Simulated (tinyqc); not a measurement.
Inside a calculation. Model: heavy doping: band filling, gap narrowing, band tails and the effective intrinsic density. Computed by tinyqc, a small Python program that keeps every step. Command: `OMP_NUM_THREADS=1 python tinyqc.py 3030829 3030830 out.jsonl gapnarrow walk`. One thread of a shared host (Intel(R) Xeon(R) Processor @ 2.30GHz), about 0.02 s of CPU time with the checks. Intermediate numbers are printed to about 5 digits and carried at full precision; extremes and crossings named in words are read from the listed rows.

An n-type crystal above its Mott density, with all dopants ionised: n = N_D - N_A, ionised centres N_I = N_D + N_A. Valleys are taken as spherical with mass m_e.

Inputs (values chosen for the exercise, modelled on CdS): gap E_g = 2.46 eV; electron mass m_e = 0.201 m_0; valleys M_c = 1; hole mass m_h = 0.792 m_0; dielectric constant eps = 8.94; donor density N_D = 8.6e+19 cm^-3; compensation ratio N_A/N_D = 0.5; temperature T = 77 K.

Conduction band: non-parabolic (Kane).

Constants: a_0 = 0.529177210903 angstrom; Ry = 13.605693123 eV; k_B = 8.617333262e-05 eV/K; hbar^2/(2 m_0) = 3.80998212 eV angstrom^2; e = 1.602176634e-19 C; eps_0 = 8.8541878128e-12 F/m; e^2/(4 pi eps_0) = 14.39964548 eV angstrom.

## Scales

n = N_D (1 - ratio); Ry* = Ry m_e/eps^2, a* = a_0 eps/m_e; r_s = (3/(4 pi n))^(1/3)/a*; k_F = (3 pi^2 n/M_c)^(1/3); Mott density (0.26/a*)^3.

n = 4.30e+19 cm^-3

Ry* = 34.217 meV

a* = 23.537 angstrom

r_s = 0.75232

k_F = 0.10838 1/angstrom

Mott density = 1.3480e+18 cm^-3

## Band filling

n = M_c (1/(2 pi^2)) (m_e/(hbar^2/2m_0))^(3/2) int sqrt(E (1 + aE)) (1 + 2 aE) f dE with a = (1 - m_e)^2/E_g, f = 1/(1 + exp((E - E_F)/k_B T)); trapezoid rule in t = sqrt(E/k_B T), step 0.02 up to 12; E_F by bisection from the band edge. At T = 0, E_F (1 + a E_F) = (hbar^2/2m_0) k_F^2/m_e; dn/dE_F uses f (1 - f)/k_B T in place of f.

E_F above the band edge = 210.89 meV

E_F at T = 0 = 211.10 meV

E_F/k_B T = 31.782

dn/dE_F = 3.2114e+20 cm^-3/eV

## Screening, narrowing and potential fluctuations

Screening: q^2 = (e/(eps eps_0)) dn/dE_F. Exchange lowers the conduction band by (1/pi) k_F e^2/(4 pi eps_0 eps) (T = 0 Hartree-Fock at k_F, taken as a rigid shift). Screening raises the valence band by (q/2) e^2/(4 pi eps_0 eps) (static Coulomb hole). The narrowing is the sum; electron correlation and carrier-ion shifts are left out. Root-mean-square potential of randomly placed ions: V_rms = (e^2/(4 pi eps_0 eps)) sqrt(2 pi N_I/q).

screening length 1/q = 12.403 angstrom

exchange term = 55.568 meV

Coulomb-hole term = 64.930 meV

gap narrowing = 120.50 meV

V_rms = 161.50 meV

V_rms is 0.77 of the larger of E_F and k_B T, so band tails matter. Caution: the screening length is well below a*, where static Thomas-Fermi screening overstates the Coulomb hole.

## What optics and devices see

Absorption edge of a direct gap, from the valence band at k_F (T = 0 value) to the Fermi level: E_g - narrowing + E_F + (hbar^2/2m_0) k_F^2/m_h, k_F = (3 pi^2 n)^(1/3); the shift is the edge less E_g. n p/n_i^2 = exp(narrowing/k_B T) x (n/N) exp(-E_F/k_B T), N being the limit of n exp(-E_F/k_B T) far below the edge (taken at E_F = -12 k_B T); apparent narrowing = k_B T ln(n p/n_i^2).

shift of the absorption edge = 146.90 meV

absorption edge = 2.6069 eV

apparent narrowing = -57.352 meV

log10(n p/n_i^2) = -3.7538

Degeneracy takes back 177.9 meV of the 120.5 meV of narrowing, so the minority density ends below its ideal value n_i^2/n.

## Filling against narrowing

The compensation ratio is held; the absorption edge is given only for E_F above 2 k_B T.

Against carrier density (energies in meV):
```
n (cm^-3)     E_F  narrowing  apparent narrowing   V_rms  shift of the absorption edge
4.30e+18    46.55      67.94               39.15   63.39                         -9.21
8.60e+18    74.17      80.40               28.59   84.09                         13.09
1.70e+19   116.07      95.11                5.92  111.01                         51.40
3.00e+19   167.58     109.80              -27.14  139.73                        102.24
4.30e+19   210.89     120.50              -57.35  161.50                        146.90
6.90e+19   284.06     136.52             -111.37  195.01                        225.00
1.10e+20   379.04     154.88             -184.89  234.35                        329.86
1.70e+20   493.41     174.77             -276.48  277.57                        459.93
```

Narrowing grows with exponent 0.28 between the last rows (exchange goes as n^(1/3), the Coulomb hole as n^(1/6) in a degenerate parabolic band) and E_F with 0.61 (2/3 for a parabolic band at T = 0, towards 1/3 in a Kane band). The apparent narrowing falls over all rows, since E_F grows faster than the narrowing. Where V_rms is above half of E_F, band tails blur the edge by more than small net shifts. The absorption edge turns from a red to a blue shift between 4.3e18 and 8.6e18 cm^-3.

Checks made by the program: E_F at low temperature against the T = 0 value (relative difference 3e-04).
